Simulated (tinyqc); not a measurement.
Off-state leakage of single and stacked transistors: two steps of the calculation.

n-channel devices of unit width. Subthreshold current I(Vg, Vs, Vd) = I0 (T/300 K)^0.5 exp[(Vg - Vs - VT(T) - gb (Vs - Vb) + dd (Vd - Vs))/(nf Vt)] (1 - exp(-(Vd - Vs)/Vt)), VT(T) = VT - cT (T - 300 K). Gate-edge tunnelling Ig (Vd/1 V) exp(ag (Vd - 1 V)), for a gate at 0 V, and band-to-band leakage Ab u exp(-Bb/u), u = Vd - Vb + 1 V, flow at a drain held at V; both are taken as independent of T. In a stack of off transistors (all gates at 0 V) the same subthreshold current passes through each.

Parameters, values chosen for the exercise; values of the order met in bulk silicon logic transistors:
- T = 330 K (temperature)
- V = 1 V (supply voltage)
- VT = 0.36 V (threshold at 300 K, zero drain and body bias)
- cT = 0.6 mV/K (fall of the threshold with temperature)
- I0 = 0.66 uA/um (current at threshold at 300 K)
- nf = 1.47 (slope factor)
- dd = 0.12 (drain-induced lowering per volt)
- gb = 0.11 (rise of the threshold per volt of source-body bias)
- Ig = 0.0001 uA/um (gate-edge tunnelling current at 1 V)
- ag = 3.6 1/V (exponential slope of the gate current)
- Ab = 6 uA/(um V) (prefactor of band-to-band leakage at the drain)
- Bb = 20 V (its exponential voltage)
- Vb = 0 V (body voltage)

Constants: q = 1.602176634e-19 C, kB = 1.380649e-23 J/K, Vt = kB T/q. Results are converted to the units shown.

Problem 1. Leakage of one transistor. Vg = Vs = 0, Vd = V; effective threshold VT(T) - gb Vb - dd V.

Give: effective threshold; parts; total; shares.

Solution 1.

effective threshold = 0.22200 V
parts (nA/um): subthreshold 3.4186, gate edge 0.10000, band-to-band 0.54480
total = 4.0634 nA/um
shares (%): subthreshold 84.132, gate edge 2.4610, band-to-band 13.407

The subthreshold part is the largest.

Problem 2. New Vx. Stack of two, Vx the node between them: I_low = I(0, 0, Vx), I_up = I(0, Vx, V), f = ln(I_up/I_low), f' = -(1 + gb + 2 dd)/(nf Vt) - 1/(Vt (exp(Vx/Vt) - 1)) - 1/(Vt (exp((V - Vx)/Vt) - 1)), Vx(new) = Vx - f/f'.

Vx at the start = 0.089 V

Find: I_low; I_up; f; f'; Vx after iteration 1.

Solution 2.

I_low = 0.2392 nA/um
I_up = 0.2492 nA/um
f = 0.04113
f' = -33.90 1/V
Vx after iteration 1 = 0.09021 V

Program tinyqc, `OMP_NUM_THREADS=1 python tinyqc.py 2242053 2242054 out.jsonl`; Intel Xeon 2.30GHz, shared host, one thread, about 0.03 s.
